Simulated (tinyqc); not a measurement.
Growth of the error with array size.

Square N x N arrays wired as follows: each row is driven at its left end through one segment rw, neighbouring nodes are joined by rw, each column ends in one more rw and a virtual ground. All cells have G = 88.0 uS and all rows V = 0.3 V, so the ideal current is N V G. The nodal equations are solved exactly.

Inputs (values chosen for the exercise):
- rw = 10 ohm (wire resistance between neighbouring cells)

Result of one run:
```
ideal (uA),first column (uA),last column (uA),error of the last column (%),100 N^2 rw G
316.8,299.6,283.7,-10.45,12.67
```

Which array size N gave this result: 6, 8, 12, 16 or 20?

N = 12.

The whole series:
```
N,ideal (uA),first column (uA),last column (uA),error of the last column (%),100 N^2 rw G
2,52.80,52.59,52.55,-0.4817,0.3520
4,105.6,104.5,104.0,-1.517,1.408
6,158.4,155.5,153.5,-3.088,3.168
8,211.2,205.2,200.3,-5.142,5.632
12,316.8,299.6,283.7,-10.45,12.67
16,422.4,385.9,351.1,-16.89,22.53
20,528.0,463.3,401.8,-23.89,35.20
```

The error of the last column goes from -0.482 % at N = 2 to -23.9 % at N = 20, as N^(1.76) between N = 4 and 8 and N^(1.56) between the last two rows. The scale N^2 rw G (N segments carrying the current of up to N cells) is 1.10 times the error at N = 8. The last column carries 0.867 of the current of the first at N = 20.

Computed by the program tinyqc: `OMP_NUM_THREADS=1 python tinyqc.py 2880046 2880047 out.jsonl`, one thread of a shared Intel Xeon 2.30GHz, about 0.02 s for the whole run.
